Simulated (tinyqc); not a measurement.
# AlGaN/GaN HEMT with access regions, lumped model: what changes with what

A polarisation-induced electron sheet under a Schottky gate, in series with two ungated access regions and contacts. Drift law v = mu E/(1 + mu E/vs) under the gate. Currents in mA/mm, resistances in ohm mm. No self-heating, no channel-length modulation; fits for polarisation, barrier and offset are chosen for the exercise.

Inputs (values chosen for the exercise); values close to those of AlGaN/GaN structures: aluminium share of the barrier x = 0.16; barrier thickness d = 20 nm; relative permittivity of barrier and channel eps_r = 9.3; channel mobility mu = 1200 cm^2/(V s); saturation velocity vs = 1.4e7 cm/s; gate length Lg = 0.25 um; source access length Ls = 1.5 um; drain access length Ld = 4 um; resistance of each contact Rc = 0.17 ohm mm; share of the drain-access electrons removed by traps ft = 0.22; gate voltage Vg = -0.5 V; critical field Ec = 2.8 MV/cm; depth over which the depleted charge spreads te = 0.31 um; insulator under the field plate tf = 100 nm; relative permittivity of that insulator ei = 3.9.

Constants: q = 1.602176634e-19 C, eps0 = 8.8541878128e-14 F/cm where lengths are in cm. Results are converted to the units shown.

Each table varies one quantity; the others keep the values above.

## Effect of the gate length

sigma = (5e13 x + 1.6e13 x^2) cm^-2, phiB = 0.84 + 1.3 x, dEc = 0.7 (1.71 x + x^2) in volts, Cb = eps0 eps_r/d, VT = phiB - dEc - q sigma/Cb, access density n0 = -Cb VT/q. Access resistance R(L, n) = L/(q mu n sqrt(1 - (I/(q n vs))^2)); Rs = Rc + R(Ls, n0), Rd = Rc + R(Ld, (1 - ft) n0). Vg' = Vg - I Rs, Vd' = Vd - I (Rs + Rd); with u = Vg' - VT, Vc = vs Lg/mu and w the smaller of Vd' and Vc [sqrt(1 + 2 u/Vc) - 1] (0 if negative), the channel gives (mu Cb/Lg)(u w - w^2/2)/(1 + w/Vc). I equals that channel current. Isat is I at Vd = 10 V, gm = dIsat/dVg, Ron the limit of Vd/I at small Vd.

The same in every row: VT (V) = -2.434; n0 (cm^-2) = 6.255e12.

Effect of the gate length:
```
Lg (um)	Ron (ohm mm)	Isat (mA/mm)	gm (mS/mm)
0.05	5.904	498.9	266.6
0.09	5.946	470.7	260.6
0.16	6.019	436.0	252.1
0.29	6.155	391.9	239.3
0.52	6.396	340.7	221.5
0.93	6.825	283.5	197.8
1.7	7.631	221.1	167.0
3	8.992	164.6	133.8
```

Read the table: what changes, and by how much?

As Lg goes from 0.05 to 3 um, Ron rises from 5.90 to 8.99 ohm mm, Isat falls from 499 to 165 mA/mm and gm falls from 267 to 134 mS/mm. The ceiling Cb vs is 576 mS/mm.

## Field plate: effect of the aluminium share of the barrier

Off state: a depleted stretch that holds the voltage V has the peak field sqrt(k V), k = 2 q n0/(eps0 eps_r te), so one edge holds V1 = Ec^2/k. The sheet under the plate pinches off at Vf = q n0 (1/Cb + tf/(eps0 ei)); beyond it the gate edge is screened. BV = V1 if Vf >= V1, else Vf + V1, and at most Ec Ld.

The same in every row: Ec Ld (V) = 1120.0.

Field plate: effect of the aluminium share of the barrier:
```
x	Vf (V)	V1 (V)	BV (V)
0.14	25.915	121.20	147.11
0.18	37.065	84.737	121.80
0.22	48.502	64.756	113.26
0.26	60.225	52.151	52.151
0.3	72.235	43.481	43.481
0.34	84.531	37.156	37.156
0.38	97.113	32.342	32.342
```

Read the table: what changes, and by how much?

BV falls from 147 to 32.3 V. The plate helps (Vf < V1) in 3 of the 7 rows, and the access length caps BV in 0. More sheet charge lowers Ron but steepens the field, so V1 falls.

## Output curve without and with trapping

Same model as above.

The two columns take ft = 0 and ft = 0.22; collapse = 1 - (second)/(first).

Output curve without and with trapping:
```
Vd (V)	I, ft = 0 (mA/mm)	I, ft = 0.22 (mA/mm)	collapse (%)
0.25	48.06	40.74	15.24
0.5	95.47	81.05	15.11
1	187.2	159.6	14.76
2	346.2	301.9	12.78
3	403.7	400.0	0.92
4	403.7	403.7	0.00
6	403.7	403.7	0.00
8	403.7	403.7	0.00
12	403.7	403.7	0.00
```

Without trapping the current rises from 48.1 to 404 mA/mm and first comes within 2 % of its last value at Vd = 3 V among the rows; with trapping that knee lies at 3 V. The collapse is 15 % in the first row, at most 15 % and 0 % in the last: once the gated channel saturates, the drain access only takes spare voltage.

Numbers from tinyqc (`OMP_NUM_THREADS=1 python tinyqc.py 2570008 2570009 out.jsonl`; about 0.01 s on one thread of a shared Intel Xeon 2.30GHz).
